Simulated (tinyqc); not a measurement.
# Changing the transport mass m

Model: inversion-layer mobility, back-scattering and ballistic limit of a field-effect transistor. Computed by tinyqc, a small Python program. Command: `OMP_NUM_THREADS=1 python tinyqc.py 3003018 3003019 out.jsonl mos sweep`. One thread of a shared host (Intel(R) Xeon(R) Processor @ 2.30GHz), about 0.02 s of CPU time with the checks.

The charge at the top of the source barrier is fixed by the gate; series resistance and short-channel effects are left out. F_j are Fermi integrals normalised to exp(eta) in the classical limit.

Inputs (values chosen for the exercise, modelled on a germanium p-channel):

| quantity | value | unit |
|---|---|---|
| valley degeneracy g_v | 1 | - |
| weight w of the inversion charge | 0.333 | - |
| permittivity eps | 16 | - |
| phonon mobility at 1 MV/cm and 300 K, mu_ph | 260 | cm^2/(V s) |
| roughness mobility at 1 MV/cm, mu_sr | 320 | cm^2/(V s) |
| Coulomb mobility at N_inv = 1e12/cm^2, mu_C | 400 | cm^2/(V s) |
| electrical oxide thickness t_inv | 1.9 | nm |
| depletion charge N_dep | 3.4e+11 | 1/cm^2 |
| gate overdrive V_G - V_T | 0.21 | V |
| drain voltage V_D | 0.05 | V |
| channel length L | 27 | nm |
| exponent a of the critical length | 0.72 | - |
| temperature T | 300 | K |

Statistics at the top of the barrier: Fermi-Dirac.

Constants: eps_0 = 8.8541878128e-12 F/m; e = 1.602176634e-19 C; m_0 = 9.1093837015e-31 kg; k_B = 1.380649e-23 J/K; hbar = 1.054571817e-34 J s; k_B = 8.617333262e-05 eV/K.

Method:
- N_inv = 3.9 eps_0 (V_G - V_T)/(e t_inv); effective field E_eff = e (N_dep + w N_inv)/(eps eps_0).
- mu_phonon = mu_ph (E_eff/1 MV/cm)^(-0.3) (T/300 K)^(-1.75); mu_rough = mu_sr (E_eff/1 MV/cm)^(-2); mu_Coulomb = mu_C (N_inv/1e12 cm^-2) (T/300 K); Matthiessen's rule adds 1/mu.
- F_j(eta) = (1/Gamma(j + 1)) int_0^infinity x^j/(1 + exp(x - eta)) dx, F_0 = ln(1 + exp(eta)). Integrals over x = E/(k_B T) use 160 Gauss-Legendre points in u = sqrt(x) from 0 to sqrt(max(eta, 0) + 32).
- Ballistic channel: N_2D = g_v m k_B T/(pi hbar^2), U = e V_D/(k_B T); eta_F solves N_inv = (N_2D/2)[F_0(eta_F) + F_0(eta_F - U)]; v_T = sqrt(2 k_B T/(pi m)); I/W = e (N_2D/2) v_T [F_1/2(eta_F) - F_1/2(eta_F - U)]; injection velocity v_T F_1/2(eta_F)/F_0(eta_F).
- Mean free path lambda = (2 k_B T/e)(mu/v_T) F_0(eta_0)/F_-1/2(eta_0), with eta_0 from N_inv = N_2D F_0(eta_0); critical length l = L (1 + U)^(-a), an empirical rule; back-scattering r = l/(l + lambda). Then eta solves N_inv = (N_2D/2)[(1 + r) F_0(eta) + (1 - r) F_0(eta - U)] and I/W = e (N_2D/2) v_T (1 - r)[F_1/2(eta) - F_1/2(eta - U)].
- Ballistic ratio: I over the ballistic current. Apparent mobility 1/(1/mu + 1/mu_B), mu_B = mu L/lambda.

One run for each value:

| transport mass m (m_0) | injection velocity (1e7 cm/s) | ballistic current I/W (microampere/micrometre) | eta_F | ballistic ratio |
|---|---|---|---|---|
| 0.030 | 6.8613 | 472.61 | 8.3189 | 0.48767 |
| 0.044 | 4.8808 | 466.18 | 5.9703 | 0.48087 |
| 0.063 | 3.6070 | 452.62 | 4.4226 | 0.47241 |
| 0.092 | 2.6699 | 426.23 | 3.2236 | 0.46336 |
| 0.130 | 2.0590 | 390.52 | 2.3697 | 0.45941 |
| 0.200 | 1.5172 | 335.44 | 1.5041 | 0.46645 |
| 0.280 | 1.2120 | 290.34 | 0.9309 | 0.48250 |
| 0.410 | 0.9527 | 242.52 | 0.3580 | 0.51001 |
| 0.600 | 0.7588 | 200.85 | -0.1551 | 0.54437 |

Over the rows, injection velocity (1e7 cm/s) falls from 6.86 to 0.759 (exponent d ln y / d ln x -0.89 between the first rows and -0.60 between the last); ballistic current I/W (microampere/micrometre) falls from 473 to 201 (exponent d ln y / d ln x -0.036 between the first rows and -0.50 between the last); eta_F falls from 8.32 to -0.155. N_inv and mu are held fixed; in a real device a light mass also lowers the gate capacitance.

Caution (rows 0.0300, 0.0440, 0.0630, 0.0920): the Fermi level lies so high that further subbands and non-parabolicity matter.
